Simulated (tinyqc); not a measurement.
## Inductance and parasitic capacitance from two readings

Problem. A loss-free coil L in parallel with C shows the apparent inductance L/(1 - w^2 L C), w = 2 pi f. Find L, C and the self-resonance 1/(2 pi sqrt(L C)).

apparent inductance at 6.9 and 13 GHz (nH): 2.0004176  3.6408886

Solution. The inverse of the reading is 1/L - w^2 C, a straight line in w^2.

L = 1.70 nH
C = 47.0 fF
self-resonance = 17.8 GHz

Numbers from tinyqc (`OMP_NUM_THREADS=1 python tinyqc.py 2302021 2302022 out.jsonl`; about 0.01 s on one thread of a shared Intel Xeon 2.30GHz).
